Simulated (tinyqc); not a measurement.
From results back to parameters: bond-orbital model of a tetrahedral semiconductor (Harrison's universal couplings). Two cases, with inputs chosen for the exercise.

Problem. In the bond-orbital model the bond-antibond splitting is 2 sqrt(V2^2 + V3^2), Z* = 4 ap - (Z - 4) with ap = V3/sqrt(V2^2 + V3^2), and V2 = 3.22 x 2c/d^2, c = hbar^2/2m0. The values below come from a hidden bond length and V3.

Constants: hbar^2/2m0 = 3.80998211 eV angstrom^2.

Find: V2, V3; d.

Method. ap = (Z* + Z - 4)/4; V3 = ap times half the splitting, V2 = sqrt(1 - ap^2) times it, and d = sqrt(6.44 c/V2).

Case 1.

Values chosen (out of a larger set: near tabulated values for SiC; the model gives trends, and its gaps can be far from the real ones; not measured data): Z = 4 (valence electrons of the anion).

splitting = 14.38112 eV
Z* = 1.04234 e

Solution.

V2, V3 (eV): 6.942  1.874

d = 1.880 angstrom

Case 2.

Values chosen (out of a larger set: near tabulated values for GaP; the model gives trends, and its gaps can be far from the real ones; not measured data): Z = 5 (valence electrons of the anion).

splitting = 10.06055 eV
Z* = 0.87564 e

Solution.

V2, V3 (eV): 4.443  2.359

d = 2.350 angstrom

Computed by tinyqc, one run a case: `OMP_NUM_THREADS=1 python tinyqc.py N N+1 out.jsonl` with N = 1450434, 1450536; one thread of a shared Intel(R) Xeon(R) Processor @ 2.30GHz, about 0.01 s a run at most.
